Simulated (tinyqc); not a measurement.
# Inputs raised by 2 %, one at a time

Model: self-heating of a transistor with one or more fingers, with temperature-dependent conductivity. Computed by tinyqc, a small Python program. Command: `OMP_NUM_THREADS=1 python tinyqc.py 3011960 3011961 out.jsonl selfheat sens`. One thread of a shared host (Intel(R) Xeon(R) Processor @ 2.30GHz), about 0.2 s of CPU time with the checks.

N long parallel fingers lie on the top face of a slab whose bottom is held at T_0; the top is otherwise insulated, and heat flows in two dimensions. P in W/mm is 1000 P in W/m.

Inputs (values chosen for the exercise, modelled on gallium arsenide): conductivity at the base temperature kappa_0 = 43.7 W/(m K); exponent m in kappa ~ T^-m = 1.34; base temperature T_0 = 300 K; power per gate width P = 0.71 W/mm; fingers N = 5; finger pitch s = 26 micrometre; width of the heat source w = 1.4 micrometre; substrate thickness t = 100 micrometre; phonon free path Lambda = 67 nm; heat capacity C = 1.77 1e6 J/(m^3 K); pulse length = 1.1 microsecond.

Power: fixed power.

Method:
- A line source of power P on the top face raises the top at distance x by (P/(pi kappa_0)) g(x), g(x) = -ln tanh(pi x/(4 t)) (the image sum for the slab). On a strip of width w the centre sees the mean of g over the strip, g_0 = 1 + ln(8 t/(pi w)) for w much below t.
- theta_i = (P/(pi kappa_0)) [g_0 + sum over j != i of g(|i - j| s)], with equal powers and constant conductivity; thermal resistance = largest theta/P.
- Kirchhoff transformation for kappa = kappa_0 (T/T_0)^-m: T = T_0 [1 - (m - 1) theta/T_0]^(-1/(m - 1)), where theta is the linear rise.
- The bracket vanishes at the power P T_0/((m - 1) theta).
- Near a source smaller than the free path, Fourier's law overstates the flow. Rough estimate: a strip that emits phonons into a half space adds a resistance times area of 4 Lambda/(3 kappa_0), from the ballistic flux C v Delta T/4 with kappa_0 = C v Lambda/3, so Delta T_b = 4 Lambda P/(3 kappa_0 w); Knudsen number Lambda/w.
- After switching on, theta(tau) = (P D/kappa_0) int_0^tau X(u) Z(u) du at the hottest finger, D = kappa_0/C; X = sum over fingers at distance x of [erf((x + w/2)/r) - erf((x - w/2)/r)]/(2 w), Z = sum_(j=-200..200) (-1)^j exp(-(2 j t/r)^2)/sqrt(pi D u), r = 2 sqrt(D u); trapezoid rule on 300 points evenly spaced in ln u from u_0 = 1e-3 min(tau, w^2/D) to tau, plus the exact piece 2 sqrt(u_0/(pi D))/w below u_0. Conductivity and power are held at their base values here, and Fourier's law is used even where the diffusion length is near a phonon free path.

Runs; columns: (1) input moved; (2) from; (3) to; (4) thermal resistance (K mm/W); (5) ballistic rise Delta T_b (K); (6) linear rise after the pulse (K); (7) true rise / linear rise:
```
(1)                                                      (2)     (3)     (4)     (5)     (6)     (7)
base run                                                   -       -  82.355  1.0367  17.651  1.1464
conductivity at the base temperature kappa_0 (W/(m K))  43.7  44.574  80.740  1.0164  17.355  1.1432
exponent m in kappa ~ T^-m                              1.34  1.3668  82.355  1.0367  17.651  1.1499
power per gate width P (W/mm)                           0.71  0.7242  82.355  1.0575  18.004  1.1497
width of the heat source w (micrometre)                  1.4   1.428  82.210  1.0164  17.549  1.1461
substrate thickness t (micrometre)                       100     102  83.039  1.0367  17.651  1.1477
phonon free path Lambda (nm)                              67   68.34  82.355  1.0575  17.651  1.1464
pulse length (microsecond)                               1.1   1.122  82.355  1.0367  17.703  1.1464
```

Exponents ln(y'/y) / ln(x'/x):
```
input                                         thermal resistance  ballistic rise Delta T_b  linear rise after the pulse  true rise / linear rise
conductivity at the base temperature kappa_0              -1.000                        -1                       -0.854                   -0.141
exponent m in kappa ~ T^-m                                 0.000                         0                        0.000                    0.155
power per gate width P                                     0.000                         1                        1.000                    0.145
width of the heat source w                                -0.089                        -1                       -0.293                   -0.013
substrate thickness t                                      0.418                         0                        0.000                    0.060
phonon free path Lambda                                    0.000                         1                        0.000                    0.000
pulse length                                               0.000                         0                        0.149                    0.000
```

Which inputs matter most for each result?

Among the inputs moved here: thermal resistance answers most in size to conductivity at the base temperature kappa_0 (exponent -1.000), next to substrate thickness t (+0.418); its exponent is below 0.0005 for exponent m in kappa ~ T^-m, power per gate width P, phonon free path Lambda, pulse length. Its exponent -1.000 in conductivity at the base temperature kappa_0: the linear problem scales as 1/kappa_0. Its exponent 0.000 in power per gate width P: R is defined for the linear problem. Ballistic rise Delta T_b answers most in size to conductivity at the base temperature kappa_0 (exponent -1.000), and about equally to power per gate width P (+1.000), width of the heat source w (-1.000), phonon free path Lambda (+1.000); its exponent is below 0.0005 for exponent m in kappa ~ T^-m, substrate thickness t, pulse length. Its exponent -1.000 in width of the heat source w: the ballistic term goes as the flux P/w. Linear rise after the pulse answers most in size to power per gate width P (exponent +1.000), next to conductivity at the base temperature kappa_0 (-0.854); its exponent is below 0.0005 for exponent m in kappa ~ T^-m, substrate thickness t, phonon free path Lambda. True rise / linear rise answers most in size to exponent m in kappa ~ T^-m (exponent +0.155), next to power per gate width P (+0.145); its exponent is below 0.0005 for phonon free path Lambda, pulse length.
